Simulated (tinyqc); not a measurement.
MOS capacitor on a p-type substrate, surface potential from the exact charge relation: one step of the calculation.

Uniform p-type substrate, Boltzmann statistics, full ionisation, classical densities. psi is the surface potential against the body (positive when the bands bend down) and u = psi/Vt. Traps are spread evenly over the gap and neutral at flat band, so their charge is -q Dit psi; the minority quasi-Fermi level is shifted by Vb.

Problem. Charges, field and capacitances at the solution. ni = sqrt(Nc Nv) exp(-Eg/(2 Vt)), Eg in volts; phiF = Vt ln(N/ni); Cox = eps0 eox/tox; Vfb = phiM - chi - (Eg - Vt ln(Nv/N)) - q Nf/Cox; Q0 = sqrt(2 eps0 eps_r q N Vt); r = (ni/N)^2 exp(-Vb/Vt); VT = Vfb + [(2 phiF + Vb)(1 + q Dit/Cox) + sqrt(2 eps0 eps_r q N (2 phiF + Vb))/Cox].

u = psi/Vt; F^2 = exp(-u) + u - 1 + r (exp(u) - u - 1); Qs = -sign(u) Q0 F; Cs = -dQs/dpsi = (Q0/Vt) |1 - exp(-u) + r (exp(u) - 1)|/(2 F). Low frequency: 1/C_LF = 1/Cox + 1/(Cs + q Dit). High frequency, in the simple estimate in which traps and minority carriers do not follow: 1/C_HF = 1/Cox + 1/Cd, Cd being Cs with r = 0 at the same psi. Minority sheet density N_inv = (Q0/(2 q)) int_0^u r (exp(t) - 1)/F(t) dt for u > 0. Oxide field |Qs - q Dit psi + q Nf|/(eps0 eox).

Parameters, values chosen for the exercise; band and dielectric values those of a made-up semiconductor:

| symbol | value | unit | meaning |
|---|---|---|---|
| T | 325 | K | temperature |
| Eg | 1.07 | eV | band gap |
| eps_r | 9.06 |  | relative permittivity |
| Nc | 3.34e19 | cm^-3 | conduction-band density of states at T |
| Nv | 3.56e19 | cm^-3 | valence-band density of states at T |
| N | 2.5e15 | cm^-3 | acceptor density of the substrate |
| eox | 3.9 |  | relative permittivity of the gate insulator (close to silicon dioxide) |
| tox | 5 | nm | insulator thickness |
| Nf | 1.1e11 | cm^-2 | fixed charge at the interface, in units of q |
| Dit | 0 | cm^-2 eV^-1 | density of interface traps |
| Vb | 1.6 | V | reverse bias of the inversion layer against the body |

Constants: q = 1.602176634e-19 C, kB = 1.380649e-23 J/K, Vt = kB T/q, eps0 = 8.8541878128e-14 F/cm where lengths are in cm. Results are converted to the units shown.

converged psi = 2.3806594 V

Wanted: Qs; N_inv; oxide field; Cs; C_LF/Cox; C_HF/Cox.

Solution.

Qs = -336.34 nC/cm^2
N_inv = 1.8613e12 cm^-2
oxide field = 0.92299 MV/cm
Cs = 5.9255 uF/cm^2
C_LF/Cox = 0.89561
C_HF/Cox = 0.011824

The surface is in strong inversion (borders at |psi| = 0, phiF + Vb and 2 phiF + Vb = 2.14 V). Minority carriers make up 88.7 % of Qs.

Program tinyqc, `OMP_NUM_THREADS=1 python tinyqc.py 2060104 2060105 out.jsonl`; Intel Xeon 2.30GHz, shared host, one thread, about 0.01 s.
